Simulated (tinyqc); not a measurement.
One rectangular barrier with mass mismatch, transfer matrices: two steps of the calculation.

One electron of energy E comes from the left lead (band edge 0); no transverse momentum. Parabolic bands, masses in units of m0, C = hbar^2/(2 m0); psi and psi'/m are continuous at every interface. The right lead equals the left one.

Parameters, values chosen for the exercise; masses and offsets of a made-up heterostructure:
```
symbol,value,unit,meaning
U1,0.7,eV,barrier height
m1,0.089,m0,barrier mass
d1,3.4,nm,barrier width
E,0.17,eV,electron energy
```

Constants: q = 1.602176634e-19 C, hbar = 1.054571817e-34 J s, m0 = 9.1093837015e-31 kg, hbar^2/(2 m0) = 0.0380998212 eV nm^2. Results are converted to the units shown.

Problem 1. Matrices of the layers. For the pair (psi, psi'/m) a flat layer has M = [[cos kd, (m/k) sin kd], [-(k/m) sin kd, cos kd]] with k = sqrt(m (E - U)/C) above its edge U, and M = [[cosh Kd, (m/K) sinh Kd], [(K/m) sinh Kd, cosh Kd]] with K = sqrt(m (U - E)/C) below it. M12 is in nm, M21 in 1/nm.

Wanted: M of layer 1.

Solution 1.

M of layer 1:
```
,1,2
1,21.988,1.7569
2,274.61,21.988
```

Problem 2. Transmission and reflection. The matrix M carries (psi, psi'/m) across the stack, and v = k/m in each lead. psi = 1 + r at the left edge (incident amplitude 1) and t at the right edge. With det M = 1, a = i vR M11 - M21 and b = -vL vR M12 - i vL M22: t = 2 i vL/(a - b), r = -(a + b)/(a - b), T(E) = (vR/vL) |t|^2, R(E) = |r|^2.

M of layer 1:
```
,1,2
1,21.987908,1.7569234
2,274.60963,21.987908
```

vL = 9.9576472 1/nm
vR = 9.9576472 1/nm

Give: t; r; T(E); R(E).

Solution 2.

t = 0.043208-0.009907i
r = -0.22326-0.97375i
T(E) = 0.0019651
R(E) = 0.99803

T(E) + R(E) = 1: the current is conserved.

Range of the model: Masses are held fixed, although real bands cease to be parabolic a few tenths of an eV from their edges (inside a barrier too).

tinyqc, about 0.01 s, one thread, Intel Xeon 2.30GHz (shared host): `OMP_NUM_THREADS=1 python tinyqc.py 2560135 2560136 out.jsonl`
